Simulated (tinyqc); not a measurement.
Anisotropic elasticity and sound waves of a cubic crystal. Changing the C44. Computed by tinyqc, a small Python program. Command: `OMP_NUM_THREADS=1 python tinyqc.py 3003967 3003968 out.jsonl cubicelastic sweep`. One thread of a shared host (Intel(R) Xeon(R) Processor @ 2.30GHz), about 0.03 s of CPU time with the checks.

Voigt order 1..6 = xx, yy, zz, yz, xz, xy, with engineering shear strains. The rotated frame has x' as named, z' along the wafer normal and y' = z' x x'.

Inputs (values chosen for the exercise, modelled on gallium arsenide):
```
quantity                                value   unit
C11                                     117.2    GPa
C12                                     54.45    GPa
expansion coefficient of the film         5.6  ppm/K
expansion coefficient of the substrate    4.2  ppm/K
cooling Delta T                           300      K
```

Frame: (001) wafer, x' along [210].

direction cosines a (rows x', y', z' in the cube axes):
```
            x         y         z
x'   0.894427  0.447214  0.000000
y'  -0.447214  0.894427  0.000000
z'   0.000000  0.000000  1.000000
```

Method:
- S11 = (C11 + C12)/D, S12 = -C12/D, D = (C11 - C12)(C11 + 2 C12), S44 = 1/C44. Zener ratio A = 2 C44/(C11 - C12); S0 = S11 - S12 - S44/2; H = 2 C44 + C12 - C11.
- C'_ijkl = C12 delta_ij delta_kl + C44 (delta_ik delta_jl + delta_il delta_jk) - H sum_m a_im a_jm a_km a_lm.
- Invert C' to S'. E along x' = 1/S'11, along y' = 1/S'22; Poisson ratios nu(x'y') = -S'12/S'11 and nu(x'z') = -S'13/S'11; in-plane shear modulus 1/S'66.
- On cooling, a thick substrate imposes eps_1 = eps_2 = (alpha_film - alpha_substrate) Delta T and eps_6 = 0; the free surface sets sigma_3 = sigma_4 = sigma_5 = 0, which fixes eps_3, eps_4, eps_5. Biaxial modulus M = (sigma_1 + sigma_2)/(2 eps); energy density M eps^2. Elastic response and constant coefficients are assumed.

One run for each value:
```
C44 (GPa)  Zener ratio A  E along x' (GPa)  E along y' (GPa)  biaxial modulus M (GPa)  nu(x'y')  nu(x'z')
9.41               0.300              41.7              41.7                    121.1    0.6558    0.1599
13.20              0.421              52.3              52.3                    121.1    0.5680    0.2007
18.40              0.586              63.7              63.7                    121.1    0.4737    0.2445
25.80              0.822              75.8              75.8                    121.1    0.3742    0.2907
36.00              1.147              87.4              87.4                    121.1    0.2781    0.3354
50.40              1.606              98.3              98.3                    121.1    0.1880    0.3772
70.50              2.247             107.9             107.9                    121.1    0.1087    0.4141
138.00             4.398             122.6             122.6                    121.1   -0.0125    0.4704
```

Give the missing row, C44 (GPa) = 98.70.

Computed row:
```
C44 (GPa)  Zener ratio A  E along x' (GPa)  E along y' (GPa)  biaxial modulus M (GPa)  nu(x'y')  nu(x'z')
98.70              3.146             116.0             116.0                    121.1    0.0417    0.4452
```

Interpolating between the two neighbouring rows (the first column on a logarithmic scale, the others too where they are positive) misses most in nu(x'y'), by 15 %. Over the rows, Zener ratio A rises from 0.300 to 4.40 (exponent d ln y / d ln x about 1.00 throughout); E along x' (GPa) rises from 41.7 to 123 (exponent d ln y / d ln x 0.67 between the first rows and 0.16 between the last); E along y' (GPa) rises from 41.7 to 123 (exponent d ln y / d ln x 0.67 between the first rows and 0.16 between the last); biaxial modulus M (GPa) does not change. The exponent of biaxial modulus M stays at 0: a (001) film is not sheared in the cube frame. The crystal is isotropic at C44 = (C11 - C12)/2 = 31.4 GPa.
